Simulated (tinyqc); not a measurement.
Worked calculation: domain walls in a thin film with perpendicular anisotropy: Bloch, Neel and chiral walls, motion and stripe domains. Computed by tinyqc, a small Python program that keeps every step. Command: `OMP_NUM_THREADS=1 python tinyqc.py 3021606 3021607 out.jsonl mwall walk`. One thread of a shared host (Intel(R) Xeon(R) Processor @ 2.30GHz), about 0.01 s of CPU time with the checks. Intermediate numbers are printed to about 7 digits and carried at full precision; extremes and crossings named in words are read from the listed rows.

One-dimensional wall: polar angle theta(x), azimuth phi of the moment in the wall (phi = 0 Neel, 90 degrees Bloch). mu_0 = 1.25663706212e-6 T m/A, gamma = 1.76085963023e11 rad/(s T).

Inputs (values chosen for the exercise, for a model film):
```
quantity                      value    unit
saturation magnetisation M_s    972    kA/m
exchange stiffness A            9.7    pJ/m
uniaxial anisotropy K_u        1040  kJ/m^3
DMI constant D                 0.32  mJ/m^2
thickness t                     1.2      nm
damping alpha                  0.15       -
field mu_0 H_z                    4      mT
```

Drive: magnetic field.

## Width and energy of the Bloch wall

K_eff = K_u - mu_0 M_s^2/2; Delta = sqrt(A/K_eff); sigma_0 = 4 sqrt(A K_eff); profile theta = 2 arctan exp(x/Delta); quality factor Q = 2 K_u/(mu_0 M_s^2).

K_eff = 446.3747 kJ/m^3

width parameter Delta = 4.661612 nm

sigma_0 = 8.323302 mJ/m^2

quality factor Q = 1.751947

## Bloch or Neel

sigma(phi) = sigma_0 + 2 Delta K_D cos^2(phi) - pi D cos(phi), with the wall shape anisotropy K_D = N_x mu_0 M_s^2/2, N_x = t ln 2/(pi Delta). The minimum has cos(phi) = D/D_N for D < D_N = 4 Delta K_D/pi and phi = 0 beyond; sigma turns negative at D_c = (sigma_0 + 2 Delta K_D)/pi.

K_D = 33.71578 kJ/m^3

D_N = 0.2001149 mJ/m^2

azimuth phi = 0 degrees

wall energy sigma = 7.632332 mJ/m^2

D_c = 2.749447 mJ/m^2

A pure chiral Neel wall. D is 0.12 of D_c.

## Walker breakdown

Field drive: steady motion v = gamma Delta B/alpha needs B = (alpha/2) [2 B_D sin(phi) - B_K sin(2 phi)] in size, B_K = 2 K_D/M_s, B_D = pi D/(2 M_s Delta), with phi moving from its rest value; the Walker field B_W is the largest value of |B_D sin(phi) - (B_K/2) sin(2 phi)| times alpha, reached at cos(phi) = [d - sqrt(d^2 + 8)]/4, d = B_D/B_K. Far above B_W/alpha, v = gamma Delta B alpha/(1 + alpha^2); this is used for all B above B_W.

B_K = 69.37402 mT

B_D = 110.9347 mT

Walker field B_W = 19.06883 mT

velocity at B_W = 104.3503 m/s

velocity at B = 21.88918 m/s

B is below B_W: steady motion. Without D, B_W would be alpha B_K/2 = 5.20 mT, so D raises it 3.7 times.

## Stripe domains

Dipolar length l = sigma/(mu_0 M_s^2); for t much smaller than the period the domain width is w = 0.955 t exp(pi l/t) (Kaplan and Gehring), given as log10 of w in nm.

dipolar length l = 6.428577 nm

log10 of the domain width in nm = 7.368350

Domains would exceed a millimetre: any device is a single domain in equilibrium.

## Raising D

The formulas are those given above.

Wall against D; the last column is the Kaplan-Gehring width, log10[0.955 t exp(pi sigma/(mu_0 M_s^2 t))/nm], with a dash where it falls below 10 Delta and the formula fails:
```
D (mJ/m^2)  phi (degrees)  sigma (mJ/m^2)  sigma/sigma_0  log10 domain width
0.04             78.46975        8.310743      0.9984911            8.018036
0.10             60.01899        8.244807      0.9905693            7.954892
0.16             36.91373        8.122355      0.9758574            7.837625
0.55              0.00000        6.909766      0.8301712            6.676379
1.10              0.00000        5.181890      0.6225762            5.021664
1.60              0.00000        3.611093      0.4338535            3.517378
2.20              0.00000        1.726138      0.2073862            1.712235
2.50              0.00000        0.783660      0.0941525                   -
```

D_N is 7 % of D_c, so a small D fixes the chirality long before it lowers the energy much. Beyond D_N sigma falls by pi per unit of D, and the domain width, which has sigma in an exponent, drops by 6.3 decades over the valid rows (values above 6 mean a single domain in any device).

Checks made by the program: sigma_0 against the integral over the profile (relative difference below 1e-10); B_W against a scan of phi (relative difference below 1e-10).
